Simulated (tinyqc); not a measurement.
Worked calculation: Brillouin zone and empty-lattice bands of the diamond structure. Values are carried at full precision from step to step, so a last printed digit may differ when a step is redone from the rounded ones.

Primitive vectors a1 = a (0,1/2,1/2), a2 = a (1/2,0,1/2), a3 = a (1/2,1/2,0); atoms at 0 and (a1 + a2 + a3)/4. Reciprocal vectors obey a_i.b_j = 2 pi delta_ij; k is given in units of 2 pi/a. Empty-lattice levels are c0 (2 pi/a)^2 |k + G|^2, c0 = hbar^2/2m0. Points: X = (1, 0, 0), L = (0.5, 0.5, 0.5), K = (0.75, 0.75, 0), W = (1, 0.5, 0), U = (1, 0.25, 0.25).

Constants: hbar^2/2m0 = 3.80998211 eV angstrom^2; a0 (Bohr radius) = 0.5291772105 angstrom.

Parameters, chosen for this exercise (out of a larger set: lattice near that of Ge; not measured data): a = 5.617 angstrom (lattice constant); Z = 4 (free electrons per atom); V1 = -0.99 eV (atomic form factor on the shell that bounds the zone).

## Reciprocal lattice

Give b1, b2, b3, the cell volume, the zone volume (2 pi)^3/V and the energy unit c0 (2 pi/a)^2.

b1, b2, b3 as rows (2 pi/a):
$$\begin{pmatrix}
-1.0000 & 1.0000 & 1.0000 \\
1.0000 & -1.0000 & 1.0000 \\
1.0000 & 1.0000 & -1.0000
\end{pmatrix}$$

cell volume = 44.305 angstrom^3
zone volume = 5.5987 1/angstrom^3
energy unit = 4.7673 eV

## Shells of G and Bragg planes

List the first six shells of G with their number, the structure factor |sum over atoms of exp(i G.tau)|/(atoms per cell), and the distance |G|/2 of the Bragg plane from Gamma.

Shells:
```
|G|^2 ((2 pi/a)^2)  number  structure factor  |G|/2 (2 pi/a)
3.0000                   8            0.7071          0.8660
4.0000                   6            0.0000          1.0000
8.0000                  12            1.0000          1.4142
11.0000                 24            0.7071          1.6583
12.0000                  8            0.0000          1.7321
16.0000                  6            1.0000          2.0000
```

The structure factor vanishes at |G|^2 = 4.000 and 12.000: no first-order gap opens on those planes.

## The free-electron sphere

n = 2 Z/V, kF = (3 pi^2 n)^(1/3), EF = c0 kF^2, rs = (3/(4 pi n))^(1/3)/a0; compare kF with |k| of the points on the zone surface.

n = 0.18057 1/angstrom^3
kF = 1.5632 2 pi/a
EF = 11.649 eV
rs = 2.074

Points:
```
point  |k| (2 pi/a)  kF/|k|  lowest level (eV)  levels below EF
X            1.0000   1.563              4.767                6
L            0.8660   1.805              3.575                2
K            1.0607   1.474              5.363                5
W            1.1180   1.398              5.959                4
U            1.0607   1.474              5.363                5
```

The sphere encloses the whole first zone, so band 1 is full and the Fermi surface lies in higher bands. In the real crystal large gaps on the faces of the Jones zone remove the Fermi surface.

## Empty-lattice levels at Gamma, U and K

Give the five lowest values of |k + G|^2 with their degeneracy (spin not counted).

Levels:
```
point  |k + G|^2  degeneracy  E (eV)
Gamma     0.0000           1   0.000
Gamma     3.0000           8  14.302
Gamma     4.0000           6  19.069
Gamma     8.0000          12  38.139
Gamma    11.0000          24  52.440
U         1.1250           3   5.363
U         2.1250           2  10.131
U         3.1250           1  14.898
U         4.1250           4  19.665
U         5.1250           2  24.432
K         1.1250           3   5.363
K         2.1250           2  10.131
K         3.1250           1  14.898
K         4.1250           4  19.665
K         5.1250           2  24.432
```

The lowest level is 3-fold at U and 3-fold at K: as many zones meet there, and these are the lowest sets at these points on which a weak potential acts.

## The gap at L

At L two waves k and k - G with G = 2k are degenerate at E0. With V = |V1| x structure factor of G the levels are E0 -/+ V, and the masses normal to the face are 1/(1 -/+ 2 E0/V).

structure factor = 0.7071
E0 = 3.575 eV

levels (eV): [2.875, 4.276]

masses normal to the face, lower and upper (m0): [-0.1085, 0.0892]

EF of the free sphere, 11.65 eV, lies above the gap: the upper band holds electrons here (EF = c0 (3 pi^2 n)^(2/3) for 8 electrons a cell; its shift by the potential is neglected). In a diamond crystal this gap parts the first two valence bands; it is not the semiconductor gap.

## Checks

- a_i.b_j/(2 pi) against the unit matrix: they agree to 1e-10 or better.

Program tinyqc; command `OMP_NUM_THREADS=1 python tinyqc.py 1851181 1851182 out.jsonl`; about 0.02 s on one thread of a shared Intel(R) Xeon(R) Processor @ 2.30GHz.
